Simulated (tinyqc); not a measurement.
Single-oscillator infrared dielectric function of a polar cubic crystal. From one set of inputs to another, one input at a time. Computed by tinyqc, a small Python program. Command: `OMP_NUM_THREADS=1 python tinyqc.py 3013817 3013818 out.jsonl infrared ladder`. One thread of a shared host (Intel(R) Xeon(R) Processor @ 2.30GHz), about 0.01 s of CPU time with the checks.

One ion pair, charges +Z* and -Z*, in a cell of volume Omega = a^3/4. Frequencies omega are given as wavenumbers (1/cm); eps_s is the static dielectric constant.

The inputs printed are set A. Set A is modelled on gallium arsenide; the values taken over come from a set modelled on indium phosphide. Inputs not listed in the table keep their values of set A, so the rows need not describe a real material.

Inputs (values chosen for the exercise, modelled on gallium arsenide):

| quantity | value | unit |
|---|---|---|
| lattice constant a | 5.653 | angstrom |
| mass M_A | 69.72 | u |
| mass M_B | 74.92 | u |
| omega_TO | 268 | 1/cm |
| Born charge Z* | 2.19 | e |
| eps_inf | 10.8 | - |
| phonon damping gamma | 2.8 | 1/cm |
| probe frequency / omega_TO | 1.11 | - |
| carrier density N | 8.3e+17 | 1/cm^3 |
| carrier mass m* | 0.066 | m_0 |
| carrier mobility | 540 | cm^2/(V s) |

Structure: zinc blende. Free carriers: present.

Constants: nu for 1 eV/(angstrom^2 u) = 15.6333042 THz; 1 THz = 33.35640952 1/cm; e^2/(4 pi eps_0) = 14.39964548 eV angstrom; e = 1.602176634e-19 C; eps_0 = 8.8541878128e-12 F/m; m_0 = 9.1093837015e-31 kg; c = 299792458 m/s.

Method:
- mu = M_A M_B/(M_A + M_B); ionic plasma term W^2 = 4 pi Z*^2 (e^2/(4 pi eps_0))/(Omega mu) in eV/(angstrom^2 u), turned into 1/cm by W = 15.6333042 x 33.35640952 x sqrt(W^2); omega_LO^2 = omega_TO^2 + W^2/eps_inf; eps_s = eps_inf + W^2/omega_TO^2; Szigeti charge 3 Z*/(eps_inf + 2); longitudinal (Callen) charge Z*/eps_inf.
- omega_p^2 = N e^2/(eps_0 eps_inf m*), gamma_p = e/(m* x mobility), both divided by 2 pi c (c in cm/s) to give 1/cm. m* is held constant, though in narrow-gap crystals it rises with N at high doping.
- Without damping eps(omega) = 0 gives omega^4 - (omega_LO^2 + omega_p^2) omega^2 + omega_p^2 omega_TO^2 = 0, with roots L- and L+.
- eps(omega) = eps_inf + W^2/(omega_TO^2 - omega^2 - i gamma omega) - eps_inf omega_p^2/(omega^2 + i gamma_p omega); n + i k = sqrt(eps) with k >= 0; R = |(n + i k - 1)/(n + i k + 1)|^2 at normal incidence from vacuum.
- omega is the probe ratio times omega_TO. Intensity decays over 1/(4 pi omega k); the loss function is Im(-1/eps).

Each row keeps all changes above it:

| input moved | from | to | eps_s | lower coupled mode L- (1/cm) | reflectivity R |
|---|---|---|---|---|---|
| set A | - | - | 12.81 | 237.1 | 0.5672 |
| mass M_A (u) | 69.72 | 114.82 | 12.40 | 241.5 | 0.4904 |
| eps_inf | 10.8 | 9.69 | 11.29 | 243.8 | 0.5402 |
| phonon damping gamma (1/cm) | 2.8 | 3.7 | 11.29 | 243.8 | 0.5387 |
| carrier mass m* (m_0) | 0.066 | 0.081 | 11.29 | 235.0 | 0.5391 |
| Born charge Z* (e) | 2.19 | 2.65 | 12.04 | 226.5 | 0.6775 |
| omega_TO (1/cm) | 268 | 307 | 11.48 | 248.5 | 0.5491 |
| lattice constant a (angstrom) | 5.653 | 5.869 | 11.29 | 251.4 | 0.4909 |

Which inputs carry the difference?

eps_s goes from 12.8 to 11.3, a factor 0.881 in all. The largest single move comes from eps_inf (a factor 0.911), and Born charge Z* works against it (a factor 1.07). Lower coupled mode L- goes from 237 to 251, a factor 1.06 in all. The largest single move comes from omega_TO (a factor 1.10), and Born charge Z* works against it (a factor 0.964). Reflectivity R goes from 0.567 to 0.491, a factor 0.865 in all. The largest single move comes from Born charge Z* (a factor 1.26), but it runs against the net change; the largest move in the direction of the net change is omega_TO (a factor 0.810). The single moves hold for this order of the switches; the total does not depend on the order.

Caution (all rows): gamma_p is not small against omega_p, so the plasmon is strongly damped and a plasmon-like coupled mode marks no sharp feature.

Extremes, crossings and ranges named in words are read from the listed rows.
